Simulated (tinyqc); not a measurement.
Inside a calculation. Method: coherent transport through a tight-binding region between two chains. One step of it, computed by the program tinyqc.

Question. Transmission at E = 0.42 eV. Surface Green function g = (E - i sqrt(4 t^2 - E^2)) / (2 t^2); self-energy tc^2 g on each contact site; G = (E - H - Sigma)^(-1); Gamma = -2 Im Sigma; T = Gamma_L Gamma_R |G_LR|^2; local density of states -Im G_ii / pi.

H of the central region (eV):
$$\begin{pmatrix}
0.000000 & -1.170000 & 0.000000 & 0.000000 & -1.170000 \\
-1.170000 & 0.560000 & -1.170000 & 0.000000 & 0.000000 \\
0.000000 & -1.170000 & 0.560000 & -1.170000 & 0.000000 \\
0.000000 & 0.000000 & -1.170000 & 0.560000 & -1.170000 \\
-1.170000 & 0.000000 & 0.000000 & -1.170000 & 0.000000
\end{pmatrix}$$

Leads: semi-infinite chains with site energy 0:
```
parameter                           value
lead hopping t (eV)              2.380000
coupling to the left lead (eV)   0.970000
coupling to the right lead (eV)  1.170000
left contact site                       1
right contact site                      4
```

E = 0.420000 eV

Give: g; G; local density of states; transmission.

Answer.

g = 0.0371-0.4185i 1/eV

G (1/eV):
$$\begin{pmatrix}
0.3316-0.1763i & 0.4003-0.1297i & -0.2837+0.1608i & -0.4343+0.1490i & 0.2859+0.0761i \\
0.4003-0.1297i & 0.2913-0.1095i & 0.4892+0.1166i & -0.2328+0.1235i & -0.4667+0.0175i \\
-0.2837+0.1608i & 0.4892+0.1166i & 0.3423-0.1468i & 0.4064-0.1342i & -0.3417-0.0741i \\
-0.4343+0.1490i & -0.2328+0.1235i & 0.4064-0.1342i & 0.2814-0.1395i & 0.4258-0.0263i \\
0.2859+0.0761i & -0.4667+0.0175i & -0.3417-0.0741i & 0.4258-0.0263i & 0.3983-0.1388i
\end{pmatrix}$$

local density of states (1/eV): [0.0561, 0.0349, 0.0467, 0.0444, 0.0442]

transmission = 0.1902
